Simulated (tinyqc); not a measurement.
Frequency dispersion of an accumulation capacitance by border traps, distributed model: one step of the calculation.

Traps spread evenly through the insulator exchange electrons with the semiconductor by tunnelling, with tau(x) = t0 exp(2 ka x) at depth x from the interface. The admittance per area Y seen at depth x obeys dY/dx = -Y^2/(i w eps0 eox) + q Nb ln(1 + i w tau)/tau, with Y(0) = i w Cs and w = 2 pi f; the gate sees Y(tox) = G + i w C. Working variable y = Y/(i w), in uF/cm^2. Cox = eps0 eox/tox.

Question. Midpoint steps through the active depth. In terms of y: dy/dx = -y^2/(eps0 eox) + s(x), s = q Nb ln(1 + z)/z, z = i w tau. 9 midpoint steps of h = xe/9: y_half = y + (h/2) y'(x, y), y(new) = y + h y'(x + h/2, y_half).

Parameters, values chosen for the exercise; permittivity close to that of aluminium oxide:

| symbol | value | unit | meaning |
|---|---|---|---|
| eox | 8.85 |  | relative permittivity of the insulator |
| Cs | 0.64 | uF/cm^2 | semiconductor capacitance in accumulation |
| Nb | 1.5e20 | cm^-3 eV^-1 | density of border traps |
| ka | 5.3 | 1/nm | decay constant of the wave function in the insulator |
| t0 | 2e-11 | s | time constant of a trap at the interface |
| f | 10000 | Hz | frequency |
| xe | 1.8 | nm | depth down to which the steps are taken |

Constants: q = 1.602176634e-19 C, eps0 = 8.8541878128e-14 F/cm where lengths are in cm. Results are converted to the units shown.

Find: x; s; y.

Answer.

```
point   x (nm)  s (uF/(cm^2 nm))     y (uF/cm^2)
0            0    2.4033+0.0000i  0.6400+0.0000i
1      0.20000    2.4033+0.0000i  1.1011+0.0000i
2      0.40000    2.4033-0.0001i  1.5369+0.0000i
3      0.60000    2.4033-0.0009i  1.9396-0.0001i
4      0.80000    2.4032-0.0073i  2.3043-0.0006i
5       1.0000    2.4012-0.0605i  2.6283-0.0046i
6       1.2000    2.2752-0.4650i  2.9083-0.0377i
7       1.4000    0.8874-0.8871i  3.0237-0.2044i
8       1.6000    0.1266-0.2780i  2.8666-0.2722i
9       1.8000    0.0155-0.0543i  2.6809-0.2579i
```

Numbers from tinyqc (`OMP_NUM_THREADS=1 python tinyqc.py 2202248 2202249 out.jsonl`; about 0.5 s on one thread of a shared Intel Xeon 2.30GHz).
